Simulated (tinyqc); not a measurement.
Ways to converge the cycle: SCF convergence aids in the sto-3g basis, for BeH2, spin multiplicity 1. Computed by the program tinyqc with PySCF. RHF with one setting changed at a time; a run stops when the energy changes by less than 1e-09 hartree and the error matrix is below 1e-5. The start is random orbitals. Damping d keeps d of the old density; a shift (hartree) raises the virtual levels; DIIS n extrapolates F over n matrices.

Geometry (angstrom):
```
atom,x,y,z
Be,0.0000,0.0000,0.0000
H,0.0000,1.5360,0.0000
H,0.0000,-1.5360,0.0000
```

lowest restricted solution found by these runs and by PySCF = -15.522845 hartree

Largest element of the error matrix X^T (FDS - SDF) X:
```
iteration,plain,damping 0.3,damping 0.6,shift 0.4,DIIS 3,DIIS 8
1,3.7e+00,3.7e+00,3.7e+00,3.7e+00,3.7e+00,3.7e+00
2,2.5e-01,1.1e+00,2.2e+00,7.5e-01,2.5e-01,2.5e-01
3,4.4e-02,3.9e-01,1.3e+00,2.5e-01,4.4e-02,4.4e-02
4,2.2e-02,1.3e-01,8.3e-01,2.1e-01,2.1e-02,2.1e-02
5,1.1e-02,4.6e-02,5.1e-01,1.7e-01,3.8e-03,3.7e-03
6,5.5e-03,1.7e-02,3.2e-01,1.2e-01,3.7e-04,2.6e-04
8,1.4e-03,7.3e-03,1.3e-01,5.0e-02,6.3e-06,4.1e-06
10,3.6e-04,3.1e-03,4.9e-02,1.8e-02,-,-
14,2.3e-05,5.7e-04,7.7e-03,2.4e-03,-,-
20,-,4.4e-05,1.9e-03,2.2e-04,-,-
30,-,-,2.1e-04,-,-,-
45,-,-,7.5e-06,-,-,-
```

How each run ends:
```
run,iterations,E (hartree),state
plain,16,-15.52285,lowest found
damping 0.3,24,-15.52285,lowest found
damping 0.6,46,-15.52285,lowest found
shift 0.4,29,-15.52285,lowest found
DIIS 3,9,-15.52285,lowest found
DIIS 8,9,-15.52285,lowest found
```

What does the comparison show, and why?

6 of 6 runs reach the lowest restricted solution found, in 9 to 46 iterations (fastest: DIIS 3, DIIS 8). Plain steps already contract here, so damping only slows them. DIIS 3 and DIIS 8 gain by cancelling the error over several earlier matrices, much as a quasi-Newton step does.
